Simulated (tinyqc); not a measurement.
# Worked calculation: hexagonal on-chip spiral inductor, lumped pi model

Computed by the program tinyqc: `OMP_NUM_THREADS=1 python tinyqc.py 2302181 2302182 out.jsonl`, one thread of a shared Intel Xeon 2.30GHz, about 0.01 s for the whole run. Printed values are rounded.

Outer diameter do = di + 2 n wd + 2 (n - 1) sp, mean da = (do + di)/2, fill p = (do - di)/(do + di), length l = 3.464 n da. L = 2.33 mu0 n^2 da/(1 + 3.82 p), mu0 = 4 pi 1e-7 H/m. Rs = rho l/(wd delta (1 - exp(-th/delta))), delta = sqrt(rho/(pi f mu0)). Cs = n wd^2 eps0 eo/hu across the coil. At each end Cox = l wd eps0 eo/(2 ho) leads to the substrate branch Rsi = 2 rs he/(l wd) in parallel with Csi = l wd eps0 11.7/(2 he). With one end grounded Y = 1/(Rs + i w L) + i w Cs + 1/[1/(i w Cox) + 1/(1/Rsi + i w Csi)], w = 2 pi f; Q = -Im Y/Re Y. Eddy currents in neighbouring turns and in the substrate are left out.

Parameters, values chosen for the exercise; values of the order met in silicon radio-frequency processes: number of turns n = 2.5; line width wd = 6 um; space between turns sp = 3 um; inner diameter di = 100 um; metal thickness th = 0.9 um; metal resistivity rho = 2.2 uohm cm; oxide below the coil ho = 8.7 um; oxide between coil and underpass hu = 1.2 um; relative permittivity of the oxide eo = 4.1; substrate resistivity rs = 1000 ohm cm; effective spreading depth in the substrate he = 50 um; frequency f = 0.88 GHz.

Constants: eps0 = 8.8541878128e-12 F/m. Results are converted to the units shown.

## Geometry and model elements

do, l, L, delta, Rs, Cs, Cox, Rsi and Csi as defined.

do = 139 um
l = 1034.870 um
L = 1.347108 nH
delta = 2.516461 um
Rs = 5.014923 ohm
Cs = 2.722663 fF
Cox = 12.95449 fF
Rsi = 1.610508e5 ohm
Csi = 6.432379 fF

Rs is 1.19 times the direct-current value in this empirical form, which overstates the skin effect of a flat slab when delta is near th and so stands in for some current crowding.

## Admittance, quality factor and apparent inductance

Series branch 1/(Rs + i w L), substrate branch, total Y, Q = -Im Y/Re Y, apparent inductance Im(1/Y)/w, metal-only value w L/Rs, share of the loss in the substrate Re(substrate branch)/Re Y.

series branch = 62.19783-92.37955i mS
substrate branch = 0.00276317+0.02392555i mS
Y = 62.20059-92.34057i mS
Q = 1.484561
apparent inductance = 1.347284 nH
w L/Rs = 1.485253
share of the loss in the substrate = 0.004442353 %

Q is 100 % of the metal-only value.
